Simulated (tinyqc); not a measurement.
Global model of a low-pressure process discharge: electron temperature, density, ion flux and ion energy: one step, computed by the program tinyqc.

Maxwellian electrons with temperature T_e in eV, one positive ion, no negative ions, uniform bulk density n; rate constants have the Arrhenius form.

Problem. Energy per pair and density. E_c = E_iz + (X0 exp(-E_ex/T_e) E_ex + K_el (3 m_0/M) T_e)/K_iz; wall potential V_s = (T_e/2) ln(M/(2 pi m_0)); E_T = E_c + 2 T_e + T_e/2 + V_s; n = P/(e u_B A_eff E_T); ion current density J = e h_L n u_B; ionised share n/n_g.

Inputs (values chosen for the exercise, of the order of those of an inductive discharge in a simple atomic gas):
```
quantity                      value   unit
ion mass M                       40      u
ionisation energy E_iz         16.6     eV
excitation prefactor X0     7.6e-15  m^3/s
excitation energy E_ex         11.1     eV
elastic rate constant K_el  1.9e-13  m^3/s
gas temperature T_g             300      K
absorbed power P               2200      W
```

T_e = 2.169826 eV

K_iz = 3.711722e-17 m^3/s

Bohm velocity u_B = 2287.774 m/s

A_eff = 924.9978 cm^2

h_L = 0.1907403

gas density n_g = 2.100461e+20 1/m^3

Constants: m_0 = 9.1093837015e-31 kg; u = 1.6605390666e-27 kg; e = 1.602176634e-19 C.

Give: collisional loss per pair E_c; wall potential V_s; E_T; plasma density n; ion current density J; ionised share.

Solution.

collisional loss per pair E_c = 30.699 eV

wall potential V_s = 10.154 V

E_T = 46.277 eV

plasma density n = 1.4021e+12 1/cm^3

ion current density J = 9.8029 mA/cm^2

ionised share = 0.0066754

Collisions take 66 % of the power and the walls the rest. T_e came from the particle balance alone; the power sets only n.
